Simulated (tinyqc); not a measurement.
What moves the results: two-band k.p model of the Delta valleys near the X point under shear strain. A value that a table varies takes the place of the one given here.

Valley pair on the [001] axis, kz counted from the X point, c = hbar^2/2m0, k0 = kx0 2 pi/a. H = (c kz^2/ml + c (kx^2 + ky^2)/mt + c k0^2/ml) 1 + (2 c k0 kz/ml) sigma_z + (D exy - 2 c kx ky/Mp) sigma_x, so E = c kz^2/ml + c (kx^2 + ky^2)/mt + c k0^2/ml -/+ sqrt((2 c k0 kz/ml)^2 + (D exy - 2 c kx ky/Mp)^2). Without strain the lower band has its minima, E = 0, at kz = +/- k0. Shifts from diagonal strain are left out.

For |eta| < 1: k_min = k0 sqrt(1 - eta^2), E_min = -Delta eta^2/2, ml(eta) = ml/(1 - eta^2), 1/m[110] = 1/mt + eta/Mp, 1/m[1-10] = 1/mt - eta/Mp. For |eta| > 1 the minimum sits at X: E_min = -Delta (2 |eta| - 1)/2, ml(eta) = ml/(1 - 1/|eta|), and eta is replaced by its sign in the transverse masses. Here Delta = 2 c k0^2/ml and eta = D exy/Delta.

s11 = (C11 + C12)/((C11 - C12)(C11 + 2 C12)), s12 = -C12/((C11 - C12)(C11 + 2 C12)), s44 = 1/C44; exx = s11 sxx + s12 (syy + szz) and cyclic, exy = s44 sxy/2; tension is positive. A uniaxial stress X along the unit vector n is s_ij = X n_i n_j.

Constants: hbar^2/2m0 = 3.80998211 eV angstrom^2; kB = 8.617333262e-05 eV/K.

Parameters, chosen for this exercise (near those of Si; not measured data): a = 5.42 angstrom (lattice constant); ml = 0.923 m0 (longitudinal mass); mt = 0.2 m0 (transverse mass); kx0 = 0.143 2 pi/a (distance of the minimum from X); D = 13 eV (shear deformation potential); Mp = 0.226 m0 (coupling mass); C11 = 165.9 GPa; C12 = 63.2 GPa; C44 = 78.4 GPa; Xu = 9.27 eV (uniaxial potential); T = 400 K (temperature); exy = 0.015 (shear strain).

## Sweep of the shear strain

Delta = 2 c k0^2/ml, eta = D exy/Delta.

The minimum:

| exy | eta | k_min/k0 | E_min (meV) | ml(eta) | m[110] | m[1-10] | density-of-states mass |
|---|---|---|---|---|---|---|---|
| 0.0000 | 0.000 | 1.000 | 0.0 | 0.923 | 0.2000 | 0.2000 | 0.333 |
| 0.0017 | 0.097 | 0.995 | -1.1 | 0.932 | 0.1841 | 0.2189 | 0.335 |
| 0.0044 | 0.252 | 0.968 | -7.2 | 0.986 | 0.1635 | 0.2574 | 0.346 |
| 0.0087 | 0.499 | 0.867 | -28.2 | 1.228 | 0.1388 | 0.3579 | 0.394 |
| 0.0131 | 0.751 | 0.661 | -63.9 | 2.114 | 0.1202 | 0.5957 | 0.533 |
| 0.0157 | 0.900 | 0.437 | -91.8 | 4.840 | 0.1114 | 0.9810 | 0.809 |
| 0.0209 | 1.198 | 0.000 | -158.3 | 5.594 | 0.1061 | 1.7385 | 1.011 |
| 0.0279 | 1.599 | 0.000 | -249.3 | 2.465 | 0.1061 | 1.7385 | 0.769 |

The valleys reach X at eta = 1, that is exy = 0.0175. The shift is quadratic up to eta = 1 (-7.2 meV at eta = 0.25, -28.2 meV at 0.50) and linear beyond, while 1/m[110] rises linearly, taking m[110] from 0.200 to its floor 0.1061, a gain of 88 % in 1/m. ml(eta) diverges at eta = 1; the largest value listed is 5.59. A deformation-potential model with fixed masses misses all of this.

## Tension along [110]: repopulation and mass change

The z valleys move against the x and y valleys by Xu (ezz - exx) and, through the shear, by E_min. Share of the z valleys n = w/(w + 2 exp(dE/kT)), dE the total relative shift, w = sqrt(ml(eta) m[110] m[1-10]/(ml mt^2)). Along [110]: 1/m_c = n/m[110] + (1 - n)(1/ml + 1/mt)/2. Fixed masses means E_min = 0, w = 1, m[110] = mt. Gains are against 3/(1/ml + 2/mt) at a fixed scattering time.

Results:

| X (GPa) | Xu (ezz - exx) (meV) | E_min (meV) | m[110] | m_c fixed masses | m_c with shear | gain fixed (%) | gain with shear (%) |
|---|---|---|---|---|---|---|---|
| 0.00 | 0.0 | 0.0 | 0.2000 | 0.2707 | 0.2707 | 0.0 | 0.0 |
| 0.25 | -11.3 | -0.2 | 0.1922 | 0.2602 | 0.2544 | 4.0 | 6.4 |
| 0.50 | -22.6 | -0.9 | 0.1850 | 0.2499 | 0.2369 | 8.3 | 14.2 |
| 1.00 | -45.1 | -3.8 | 0.1722 | 0.2318 | 0.2031 | 16.8 | 33.3 |
| 1.50 | -67.7 | -8.5 | 0.1610 | 0.2188 | 0.1762 | 23.7 | 53.6 |
| 2.00 | -90.3 | -15.1 | 0.1511 | 0.2105 | 0.1576 | 28.6 | 71.7 |
| 3.00 | -135.4 | -34.1 | 0.1347 | 0.2030 | 0.1355 | 33.3 | 99.7 |

At 1 GPa repopulation alone gives 16.8 % and the shear terms raise it to 33.3 %. From 2 to 3 GPa the fixed-mass gain grows by 4.7 points, towards its ceiling of 35.3 % when all electrons sit in the z valleys, whereas the gain with shear grows by 28.0 points because m[110] keeps falling.

## What each parameter does

Delta = 2 c k0^2/ml, eta = D exy/Delta. Each row changes one parameter from the base and keeps the others.

Results:

| case | eta | E_min (meV) | ml(eta) (m0) | m[110] (m0) | m[1-10] (m0) |
|---|---|---|---|---|---|
| base | 0.8595 | -83.80 | 3.5331 | 0.1136 | 0.8355 |
| ml = 0.85839 m0 | 0.7993 | -77.94 | 2.3775 | 0.1171 | 0.6835 |
| mt = 0.186 m0 | 0.8595 | -83.80 | 3.5331 | 0.1089 | 0.6356 |
| kx0 = 0.15301 2 pi/a | 0.7507 | -73.20 | 2.1150 | 0.1202 | 0.5959 |
| D = 13.91 eV | 0.9197 | -95.94 | 5.9857 | 0.1103 | 1.0745 |
| Mp = 0.24182 m0 | 0.8595 | -83.80 | 3.5331 | 0.1169 | 0.6917 |
| exy = 0.01605 | 0.9197 | -95.94 | 5.9857 | 0.1103 | 1.0745 |

The largest shifts from the base row, up to three for each result and ties (the steps differ in size, so this ranks the rows, not the parameters). eta: kx0 -0.1088, ml -0.0602, D +0.0602, exy +0.0602; unchanged at the printed digits by mt and Mp. E_min (meV): D -12.14, exy -12.14, kx0 +10.61; unchanged at the printed digits by mt and Mp. ml(eta) (m0): D +2.4527, exy +2.4527, kx0 -1.4181; unchanged at the printed digits by mt and Mp. m[110] (m0): kx0 +0.0066, mt -0.0047, ml +0.0035. m[1-10] (m0): kx0 -0.2396, D +0.2390, exy +0.2390.

Run: tinyqc, `OMP_NUM_THREADS=1 python tinyqc.py 1081410 1081411 out.jsonl`; Intel(R) Xeon(R) Processor @ 2.30GHz, one thread, shared host; about 0.01 s of CPU time with all checks.
